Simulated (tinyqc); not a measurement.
Inside a calculation. Method: lattice vibrations of a chain. One step of it, computed by the program tinyqc.

Problem. Dynamical matrix at q = 0.16. q is in units of 2 pi/a. A spring k from atom i to atom j, n cells on, adds k to Phi_ii and Phi_jj, -k exp(2 pi i q n) to Phi_ij and the conjugate to Phi_ji (for one atom a cell: 2k (1 - cos 2 pi q n)); D_ij = Phi_ij / sqrt(m_i m_j).

A chain moving along its axis:
```
atom                mass (u)  spring to the next atom (eV/angstrom^2)
1                  24.300000                                11.600000
2                  99.800000                                26.700000
3                  57.100000                                24.700000
4                   8.400000                                10.200000
second neighbours          -                                 2.600000
```

Give: D(q).

Solution.

D(q) (eV/(angstrom^2 u)):
$$\begin{pmatrix}
1.111 & -0.236 & -0.107+0.059i & -0.383+0.603i \\
-0.236 & 0.436 & -0.354 & -0.138+0.076i \\
-0.107-0.059i & -0.354 & 0.991 & -1.128 \\
-0.383-0.603i & -0.138-0.076i & -1.128 & 4.774
\end{pmatrix}$$
